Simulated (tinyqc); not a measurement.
From one set of inputs to another, one input at a time: specific resistance of a metal-semiconductor contact and its transmission-line measurement. Computed by tinyqc, a small Python program. Command: `OMP_NUM_THREADS=1 python tinyqc.py 3018994 3018995 out.jsonl contact ladder`. One thread of a shared host (Intel(R) Xeon(R) Processor @ 2.30GHz), about 0.01 s of CPU time with the checks.

The barrier is parabolic (depletion approximation), energies E are normal energies counted from the band edge in the neutral semiconductor (downwards for holes), and the bias is zero. xi is an input, held fixed when other inputs move.

The inputs printed are set A. Set A is modelled on p-type silicon; the values taken over come from a set modelled on n-type In0.53Ga0.47As. Inputs not listed in the table keep their values of set A, so the rows need not describe a real material.

Inputs (values chosen for the exercise, modelled on p-type silicon):
```
quantity                                           value          unit
tunnelling mass m                                   0.35           m_0
permittivity eps                                    11.7             -
Richardson constant A*                              30.8  A/(cm^2 K^2)
barrier height phi_B                                0.34            eV
doping N                                         7.9e+20        1/cm^3
Fermi level above the band edge in the bulk, xi     0.29            eV
temperature T                                        300             K
sheet resistance R_sh                                110           ohm
contact length d                                     1.8    micrometre
contact width W                                      0.1    micrometre
```

Image-force lowering: left out.

Constants: hbar = 1.054571817e-34 J s; eps_0 = 8.8541878128e-12 F/m; m_0 = 9.1093837015e-31 kg; k_B = 8.617333262e-05 eV/K; e = 1.602176634e-19 C.

Method:
- E_00 = (e hbar/2) sqrt(N/(eps eps_0 m)); band bending E_b = phi_B + xi; depletion width w = sqrt(2 eps eps_0 E_b/(e^2 N)).
- WKB transmission for E < E_b, with a = E/E_b: D = exp{-(E_b/E_00) [sqrt(1 - a) - a ln((1 + sqrt(1 - a))/sqrt(a))]}; D = 1 above.
- At zero bias 1/rho_c = (e A*/k_B^2) int D(E) f(E) dE, f = 1/(1 + exp((E - xi)/k_B T)); 200 Gauss-Legendre points from 0 to E_b, and k_B T ln(1 + exp((xi - E_b)/k_B T)) for the part above the barrier; the share of tunnelling is the part below.
- Transmission-line model: transfer length L_T = sqrt(rho_c/R_sh); R_c = (R_sh L_T/W) coth(d/L_T). Limits: rho_c/(W d) for d << L_T, sqrt(rho_c R_sh)/W for d >> L_T.

Each row keeps all changes above it; columns: (1) input moved; (2) from; (3) to; (4) specific contact resistance rho_c (ohm cm^2); (5) transfer length L_T (micrometre); (6) depletion width (nm):
```
(1)                                        (2)      (3)         (4)         (5)     (6)
set A                                        -        -  3.0822e-09  5.2934e-02   1.016
permittivity eps                          11.7     13.9  3.4325e-09  5.5861e-02   1.107
contact length d (micrometre)              1.8      1.4  3.4325e-09  5.5861e-02   1.107
Richardson constant A* (A/(cm^2 K^2))     30.8     5.18  2.0409e-08  1.3621e-01   1.107
contact width W (micrometre)               0.1     0.47  2.0409e-08  1.3621e-01   1.107
doping N (1/cm^3)                      7.9e+20  9.2e+17  2.6560e-03  4.9138e+01  32.435
tunnelling mass m (m_0)                   0.35    0.045  4.1941e-05  6.1748e+00  32.435
sheet resistance R_sh (ohm)                110      200  4.1941e-05  4.5793e+00  32.435
```

Which inputs carry the difference?

Specific contact resistance rho_c goes from 3.08e-9 to 4.19e-5, a factor 13600 in all. The largest single move comes from doping N (a factor 130000), and tunnelling mass m works against it (a factor 0.0158). Transfer length L_T goes from 0.0529 to 4.58, a factor 86.5 in all. The largest single move comes from doping N (a factor 361), and tunnelling mass m works against it (a factor 0.126). Depletion width goes from 1.02 to 32.4, a factor 31.9 in all. The largest single move comes from doping N (a factor 29.3). The single moves hold for this order of the switches; the total does not depend on the order.

Caution (rows set A, permittivity eps, contact length d, Richardson constant A*, contact width W): the barrier is thinner than 1.5 nm, about the spacing of dopants, so a smooth parabolic barrier and WKB are rough.

Extremes, crossings and ranges named in words are read from the listed rows.
